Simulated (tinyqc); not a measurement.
Phonon transmission through an interface between two chains by Green functions. Changing the mass m_2. Computed by tinyqc, a small Python program. Command: `OMP_NUM_THREADS=1 python tinyqc.py 3028025 3028026 out.jsonl agf sweep`. One thread of a shared host (Intel(R) Xeon(R) Processor @ 2.30GHz), about 0.02 s of CPU time with the checks.

Two semi-infinite chains (masses m_1, m_2; springs k_1, k_2), motion along the chain. The central region holds the end atom of each chain, joined by springs k_b. lambda = omega^2 in eV/(angstrom^2 u); nu = 15.6333042 THz x sqrt(lambda).

Inputs (values chosen for the exercise, for two model chains):
```
quantity                          value           unit
mass m_1                           51.8              u
spring k_1                         2.34  eV/angstrom^2
spring k_2                         1.25  eV/angstrom^2
junction spring k_b                1.02  eV/angstrom^2
probe frequency / lower band top   0.14              -
temperature T                        20              K
```

Atoms in the interlayer: none.

Constants: nu for 1 eV/(angstrom^2 u) = 15.6333042 THz; h x 1 THz = 4.135667696 meV; k_B = 8.617333262e-05 eV/K; k_B = 1.380649e-23 J/K; h = 6.62607015e-34 J s.

Method:
- nu_max = 15.6333042 THz x 2 sqrt(k/m); impedance Z = sqrt(k m); long-wave transmission 4 Z_1 Z_2/(Z_1 + Z_2)^2; the probe frequency is the given share of the lower band top.
- In chain i, sin(q_i a/2) = nu/nu_max,i. An outgoing wave makes the next atom move as exp(i q_i a) times the end atom, so the lead adds the self-energy Sigma_i = -k_i exp(i q_i a) to the force-constant matrix; Gamma_i = -2 Im Sigma_i = 2 k_i sin(q_i a).
- A = lambda M - K - Sigma over the central atoms, with K_ii the sum of the springs at i, K_(i,i+1) = -k_b; G = inverse of A; transmission = Gamma_1 Gamma_2 |G_(first,last)|^2.
- Landauer conductance G = k_B int tau(nu) x^2 e^x/(e^x - 1)^2 d nu, x = h nu/(k_B T), from 0 to the lower band top (240 Gauss-Legendre points in s from 0 to 1, nu = nu_top sin(pi s/2)); tau is the transmission, and its thermal mean is G over the value for tau = 1 in the same window; the quantum is g_0 = pi^2 k_B^2 T/(3 h).

One run for each value; columns: (1) mass m_2 (u); (2) conductance G (pW/K); (3) long-wave transmission; (4) thermal mean of the transmission; (5) band top of chain 2 (THz):
```
(1)       (2)      (3)      (4)     (5)
8.6    13.237  0.70725  0.69934  11.920
14.0   14.941  0.79812  0.78934   9.343
22.0   16.358  0.87417  0.86419   7.453
36.0   17.577  0.94106  0.92862   5.826
58.0   18.276  0.98367  0.96622   4.590
93.0   18.326  0.99989  0.97286   3.625
150.0  17.541  0.98820  0.94579   2.854
240.0  15.872  0.95038  0.88941   2.256
390.0  13.394  0.88808  0.80914   1.770
620.0  10.707  0.81234  0.72138   1.404
```

Describe and explain the trends.

Over the rows, conductance G (pW/K) goes from 13.2 through a maximum among these rows, 18.3 at 93.0, to 10.7; long-wave transmission goes from 0.707 through a maximum among these rows, 1.000 at 93.0, to 0.812; thermal mean of the transmission goes from 0.699 through a maximum among these rows, 0.973 at 93.0, to 0.721. The impedances match at m_2 = 97.0 u and the band tops at 27.7 u; above the second value a heavier chain 2 lowers the top of the window.

Extremes, crossings and ranges named in words are read from the listed rows.
